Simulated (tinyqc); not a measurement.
Dopant redistribution at a moving silicon-oxide interface during parabolic oxidation. From one set of inputs to another, one input at a time. Computed by tinyqc, a small Python program. Command: `OMP_NUM_THREADS=1 python tinyqc.py 3012908 3012909 out.jsonl segox ladder`. One thread of a shared host (Intel(R) Xeon(R) Processor @ 2.30GHz), about 0.01 s of CPU time with the checks.

Uniformly doped silicon is oxidised with x_ox = sqrt(B t); the interface advances into the silicon by alpha x_ox, alpha = 0.44. The dopant does not move in the oxide, and at the interface C(silicon) = m C(oxide).

The inputs printed are set A. Set A is modelled on phosphorus in silicon under dry oxygen; the values taken over come from a set modelled on antimony in silicon under dry oxygen. Inputs not listed in the table keep their values of set A, so the rows need not describe a real material.

Inputs (values chosen for the exercise, modelled on phosphorus in silicon under dry oxygen): dopant prefactor D0 = 5.56 cm^2/s; dopant activation energy E = 3.68 eV; oxidation prefactor B0 = 736 um^2/h; oxidation activation energy E_B = 1.23 eV; segregation coefficient m = C(silicon)/C(oxide) = 9.8; bulk doping C_B = 5.8e+17 1/cm^3; temperature T = 1200 C; time t = 1.2 h.

Constants: k_B = 8.617333262e-05 eV/K.

Method:
- D = D0 exp(-E/(k_B T)), converted with 1 cm^2/s = 3.6e11 um^2/h; B = B0 exp(-E_B/(k_B T)); s = alpha sqrt(B/(4 D)), the interface advance over 2 sqrt(D t).
- Temperatures in kelvin are T(C) + 273.15.
- With the dopant diffusivity D and s = alpha x_ox/(2 sqrt(D t)), in the silicon C = C_B + (C_s - C_B) erfc(y/(2 sqrt(D t)))/erfc(s), y from the original surface. Dopant balance at the interface gives C_s/C_B = 1/[1 + (1/(m alpha) - 1) g], g = sqrt(pi) s exp(s^2) erfc(s).

Each row keeps all changes above it:
```
input moved                                                             from          to  ratio C_s/C_B        s  concentration in the oxide (1/cm^3)
set A                                                                      -           -         1.0904  0.06546                           6.4534e+16
time t (h)                                                               1.2         1.8         1.0904  0.06546                           6.4534e+16
temperature T (C)                                                       1200        1000         1.4258  0.29809                           8.4385e+16
oxidation prefactor B0 (um^2/h)                                          736         755         1.4314  0.30191                           8.4717e+16
segregation coefficient m = C(silicon)/C(oxide)                          9.8         7.6         1.3794  0.30191                           1.0527e+17
dopant prefactor D0 (cm^2/s) and dopant activation energy E (eV)  5.56, 3.68  3.83, 3.88         2.0475  0.90505                           1.5626e+17
bulk doping C_B (1/cm^3)                                             5.8e+17       5e+16         2.0475  0.90505                           1.3471e+16
```

Ratio C_s/C_B goes from 1.09 to 2.05, a factor 1.88 in all. The largest single move comes from dopant prefactor D0 with dopant activation energy E (a factor 1.48). s goes from 0.0655 to 0.905, a factor 13.8 in all. The largest single move comes from temperature T (a factor 4.55). Concentration in the oxide goes from 6.45e16 to 1.35e16, a factor 0.209 in all. The largest single move comes from bulk doping C_B (a factor 0.0862), and dopant prefactor D0 with dopant activation energy E works against it (a factor 1.48). The single moves hold for this order of the switches; the total does not depend on the order.

Caution (all rows): parabolic growth needs an oxide much thicker than the Deal-Grove length A, which fails for thin films and low temperatures; oxidation-enhanced or retarded diffusion is ignored. Caution (rows temperature T, oxidation prefactor B0, segregation coefficient m = C(silicon)/C(oxide), dopant prefactor D0, bulk doping C_B): in this case the oxide is not much thicker than a typical Deal-Grove length A, so real growth is slower than parabolic.

Extremes, crossings and ranges named in words are read from the listed rows.
